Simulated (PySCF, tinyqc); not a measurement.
Inside a calculation. Method: CCSD on RHF in the sto-3g basis, frozen core, for Be, spin multiplicity 1. The lowest restricted solution is unstable here: a spin-polarised one lies 0.0012 hartree lower (PySCF). One step of it, computed by the program tinyqc.

Task: Orthogonalisation. S = U s U^T; symmetric (Loewdin) form X = U s^(-1/2) U^T, so that X^T S X = 1.

overlap S:
```
           1Be 1s    1Be 2s   1Be 2px   1Be 2py   1Be 2pz
1Be 1s   1.000000  0.259517  0.000000  0.000000  0.000000
1Be 2s   0.259517  1.000000  0.000000  0.000000  0.000000
1Be 2px  0.000000  0.000000  1.000000  0.000000  0.000000
1Be 2py  0.000000  0.000000  0.000000  1.000000  0.000000
1Be 2pz  0.000000  0.000000  0.000000  0.000000  1.000000
```

Give: eigenvalues of S; X.

Result:

eigenvalues of S: 0.740  1.000  1.000  1.000  1.260

X:
```
         1Be 1s  1Be 2s  1Be 2px  1Be 2py  1Be 2pz
1Be 1s    1.027  -0.136    0.000    0.000    0.000
1Be 2s   -0.136   1.027    0.000    0.000    0.000
1Be 2px   0.000   0.000    1.000    0.000    0.000
1Be 2py   0.000   0.000    0.000    1.000    0.000
1Be 2pz   0.000   0.000    0.000    0.000    1.000
```
